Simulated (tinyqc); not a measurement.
Velocity overshoot from momentum and energy balance equations after a field step: one step, computed by the program tinyqc.

At t = 0 the field jumps from 0 to F in a uniform sample. v is the drift velocity and u = w - (3/2) k_B T the excess energy per carrier.

Question. First four steps. dv/dt = e F/m - v/tau_m(u), du/dt = e F v - u/tau_E, tau_m(u) = tau_0/(1 + c u), tau_0 = m mu_0/e, c = mu_0/(e tau_E v_s^2); this choice gives the steady state v (1 + mu_0 F v/v_s^2) = mu_0 F, which saturates at v_s. Step: v_new = v + dt (e F/m - v/tau_m(u)), u_new = u + dt (e F v - u/tau_E). Start v = u = 0; the distance adds dt (v + v_new)/2.

Inputs (values chosen for the exercise, modelled on holes in silicon except for tau_E): energy relaxation time tau_E = 0.31 ps; field after the step F = 15 kV/cm; lattice temperature T = 300 K; time step dt = 12 fs.

Scheme: explicit Euler.

c = 19.54787 1/eV

tau_0 = 111.8932 fs

acceleration e F/m = 0.006434707 1e7 cm/s per fs

Give: Steps.

Answer.

Steps:
```
step  t (fs)  v (1e7 cm/s)     u (eV)  tau_m (fs)
1         12        0.0772          0       111.9
2         24        0.1462  1.390e-04       111.6
3         36        0.2077  3.967e-04       111.0
4         48        0.2624  7.551e-04       110.3
```

After the first step u is still 0, below the drift energy m v^2/2, because the explicit scheme uses the old v: an error of the finite time step.
